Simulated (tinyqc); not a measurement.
AlGaN/GaN HEMT with access regions, lumped model: two steps of the calculation.

A polarisation-induced electron sheet under a Schottky gate, in series with two ungated access regions and contacts. Drift law v = mu E/(1 + mu E/vs) under the gate. Currents in mA/mm, resistances in ohm mm. No self-heating, no channel-length modulation; fits for polarisation, barrier and offset are chosen for the exercise.

Inputs (values chosen for the exercise); values close to those of AlGaN/GaN structures:
- x = 0.17 (aluminium share of the barrier)
- d = 15 nm (barrier thickness)
- eps_r = 9.1 (relative permittivity of barrier and channel)
- mu = 1200 cm^2/(V s) (channel mobility)
- vs = 1.4e7 cm/s (saturation velocity)
- Lg = 0.25 um (gate length)
- Ls = 0.5 um (source access length)
- Ld = 2 um (drain access length)
- Rc = 0.35 ohm mm (resistance of each contact)
- ft = 0 (share of the drain-access electrons removed by traps)
- Vg = 0.5 V (gate voltage)
- Vd = 1 V (drain voltage)

Constants: q = 1.602176634e-19 C, eps0 = 8.8541878128e-14 F/cm where lengths are in cm. Results are converted to the units shown.

Question 1. Polarisation charge, threshold and sheet resistance. sigma = (5e13 x + 1.6e13 x^2) cm^-2, phiB = 0.84 + 1.3 x, dEc = 0.7 (1.71 x + x^2) in volts, Cb = eps0 eps_r/d, VT = phiB - dEc - q sigma/Cb, access density n0 = -Cb VT/q. Rsh = 1/(q mu n0); largest access current q n0 vs.

Give: sigma; Cb; VT; n0; Rsh; q n0 vs.

Answer 1.

sigma = 8.9624e12 cm^-2
Cb = 0.53715 uF/cm^2
VT = -1.8359 V
n0 = 6.1553e12 cm^-2
Rsh = 845.01 ohm
q n0 vs = 1380.7 mA/mm

Question 2. Drain current. Access resistance R(L, n) = L/(q mu n sqrt(1 - (I/(q n vs))^2)); Rs = Rc + R(Ls, n0), Rd = Rc + R(Ld, (1 - ft) n0). Vg' = Vg - I Rs, Vd' = Vd - I (Rs + Rd); with u = Vg' - VT, Vc = vs Lg/mu and w the smaller of Vd' and Vc [sqrt(1 + 2 u/Vc) - 1] (0 if negative), the channel gives (mu Cb/Lg)(u w - w^2/2)/(1 + w/Vc). I(new) = I + 0.1 (channel current - I).

I after iteration 1 = 304.83454 mA/mm
VT = -1.8359471 V
Cb = 0.53715406 uF/cm^2
n0 = 6.1552916e12 cm^-2

Give: Rs; Rd; Vg'; Vd'; channel current; I after iteration 2.

Answer 2.

Rs = 0.78319 ohm mm
Rd = 2.0828 ohm mm
Vg' = 0.26126 V
Vd' = 0.12635 V
channel current = 462.35 mA/mm
I after iteration 2 = 320.59 mA/mm

Numbers from tinyqc (`OMP_NUM_THREADS=1 python tinyqc.py 2570077 2570078 out.jsonl`; about 0.03 s on one thread of a shared Intel Xeon 2.30GHz).
